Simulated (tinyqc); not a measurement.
Free and trapped electrons in a MOS channel with a dense trap tail: one step of the calculation.

p-type body, charge-sheet picture, full ionisation (an idealisation for deep acceptors), Boltzmann statistics for free electrons. e = Ec - EF at the surface. Acceptor-like traps of density D(E) = D0 + De exp(-E/Ew) at depth E below Ec, from 0 to Eu, hold n_t = integral of D(E)/(1 + exp((e - E)/Vt)). psi = Eg - Vt ln(Nv/Na) - e; N_dep = sqrt(2 eps0 eps_r Na (psi - Vt)/q); n_f = sqrt(N_dep^2 + 2 eps0 eps_r Vt Nc exp(-e/Vt)/q) - N_dep; Vg = Vfb + psi + q (N_dep + n_t + n_f)/Cox, Cox = eps0 eox/tox.

Problem. Charges and gate voltage. psi, N_dep, n_f and Vg as defined, with the n_t given; free share n_f/(n_f + n_t); apparent mobility mf n_f/(n_f + n_t); gate voltage spent on traps q n_t/Cox.

Inputs (values chosen for the exercise); band and dielectric values close to those of 4H silicon carbide:
- T = 250 K (temperature)
- Eg = 3.22 eV (band gap)
- eps_r = 9.69 (relative permittivity)
- Nc = 1.28e19 cm^-3 (conduction-band density of states at T)
- Nv = 1.91e19 cm^-3 (valence-band density of states at T)
- eox = 3.9 (relative permittivity of the insulator)
- tox = 52 nm (insulator thickness)
- Na = 7.2e15 cm^-3 (acceptor density)
- Vfb = -2.67 V (flat-band voltage without trapped charge)
- mf = 190 cm^2/(V s) (mobility of free electrons)
- e = 0.076 eV (Ec - EF at the surface)

Constants: q = 1.602176634e-19 C, kB = 1.380649e-23 J/K, Vt = kB T/q, eps0 = 8.8541878128e-14 F/cm where lengths are in cm. Results are converted to the units shown.

n_t = 1.2106599e11 cm^-2

Wanted: psi; N_dep; n_f; Vg; free share; apparent mobility; gate voltage spent on traps.

Solution.

psi = 2.974 V
N_dep = 4.772e11 cm^-2
n_f = 8.357e10 cm^-2
Vg = 1.949 V
free share = 40.84 %
apparent mobility = 77.59 cm^2/(V s)
gate voltage spent on traps = 0.2921 V

Numbers from tinyqc (`OMP_NUM_THREADS=1 python tinyqc.py 2222085 2222086 out.jsonl`; about 0.02 s on one thread of a shared Intel Xeon 2.30GHz).
